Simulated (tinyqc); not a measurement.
Worked calculation: plane-wave Kohn-Sham cycle with exchange-only LDA in a layered model solid. One step of it, computed by the program tinyqc.

Task: Iteration 2: Hamiltonian at one k. H(m,m') = (k + G_m)^2/2 delta + V(G_m - G_m'), with V(-G) = V(G).

A solid whose potential varies along x alone (atomic units):

| parameter | value |
|---|---|
| period a | 10.500000 |
| cross-section of the cell | 32.000000 |
| electrons per cell | 2 |
| grid points | 16 |
| plane waves -n..n, n | 3 |
| k points | 3 |
| V1 in V1 cos(2 pi x/a) | -0.300000 |

V(G_m), m = 0, 1, 2, ... (hartree): -0.172879  -0.095354  0.001263  0.000267  0.000194  0.000019  -0.000007

k = 0.000000 2 pi / a

Give: H.

Result:

H (hartree), lower triangle:
```
        -3      -2      -1      +0      +1      +2     +3
-3   1.438
-2  -0.095   0.543
-1   0.001  -0.095   0.006
+0   0.000   0.001  -0.095  -0.173
+1   0.000   0.000   0.001  -0.095   0.006
+2   0.000   0.000   0.000   0.001  -0.095   0.543
+3   0.000   0.000   0.000   0.000   0.001  -0.095  1.438
```
